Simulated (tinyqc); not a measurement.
Gain spectrum: optical gain and spontaneous emission in a bulk direct-gap semiconductor.

Parabolic bands, vertical transitions, no excitons. For each hole band j: mr = me mj/(me + mj); joint density of states J_j(E) = (mr/c)^(3/2) sqrt(E - Eg)/(2 pi^2), both spins, c = hbar^2/2m0; averaged matrix element |e.p|^2 = m0 Ep/6; alpha_j(E) = 4 pi^2 alpha_f c Ep J_j/(3 nr E) in 1/angstrom (alpha_f the fine-structure constant, listed as alpha among the constants), times 1e8 for 1/cm.

F_j(eta) = (1/Gamma(j + 1)) integral_0^infinity x^j dx/(1 + exp(x - eta)), which tends to exp(eta) for eta << 0.

Quasi-Fermi levels: n = Nc F_1/2(Fc/kT) and p = Nv F_1/2(Fv/kT), Fc counted up from the conduction edge and Fv down from the valence edge; Nc, Nv from N = 2 (m kB T/(4 pi c))^(3/2) with c = hbar^2/2m0, in 1/angstrom^3; times 1e24 for 1/cm^3, with me and (mhh^(3/2) + mlh^(3/2))^(2/3).

For band j the electron sits at Ee = (E - Eg) mr/me above its edge and the hole at Eh = (E - Eg) mr/mj; fe = 1/(1 + exp((Ee - Fc)/kT)), fh = 1/(1 + exp((Eh - Fv)/kT)); gain g = sum_j alpha_j (fe + fh - 1).

Constants: hbar^2/2m0 = 3.80998211 eV angstrom^2; fine-structure constant alpha = 0.007297352564; kB = 8.617333262e-05 eV/K.

Inputs chosen for the exercise (near those of InGaAs; shifted at random, so the results belong to these values and not to a real crystal):
- Eg = 0.733 eV (direct gap)
- me = 0.0411 m0 (electron mass)
- mhh = 0.454 m0 (heavy-hole mass)
- mlh = 0.0536 m0 (light-hole mass)
- Ep = 22.3 eV (Kane energy)
- nr = 3.61 (refractive index)
- T = 350 K
- n = 3e+18 1/cm^3 (injected density, n = p)

At the density n.

Spectrum:

| E - Eg (eV) | alpha, empty (1/cm) | fe, heavy | fh, heavy | g (1/cm) |
|---|---|---|---|---|
| 0.005 | 1603 | 0.997 | 0.246 | 384 |
| 0.010 | 2251 | 0.997 | 0.244 | 526 |
| 0.020 | 3142 | 0.995 | 0.239 | 695 |
| 0.030 | 3797 | 0.994 | 0.234 | 795 |
| 0.045 | 4561 | 0.990 | 0.226 | 876 |
| 0.060 | 5167 | 0.985 | 0.219 | 902 |
| 0.080 | 5819 | 0.972 | 0.210 | 871 |
| 0.100 | 6350 | 0.950 | 0.201 | 761 |
| 0.130 | 6988 | 0.883 | 0.188 | 382 |
| 0.170 | 7638 | 0.692 | 0.172 | -776 |
| 0.220 | 8233 | 0.329 | 0.153 | -3198 |

Fc + Fv = 0.1469 eV

What does the comparison show?

g is positive below E - Eg = 0.1469 eV; the largest value listed is 902 1/cm at 0.060 eV. At 0.220 eV above the gap g is -0.39 times the absorption of the empty crystal, whose limit is -1.

(tinyqc, `OMP_NUM_THREADS=1 python tinyqc.py 1680188 1680189 out.jsonl`, Intel(R) Xeon(R) Processor @ 2.30GHz, 1 thread, shared host, about 0.08 s.)
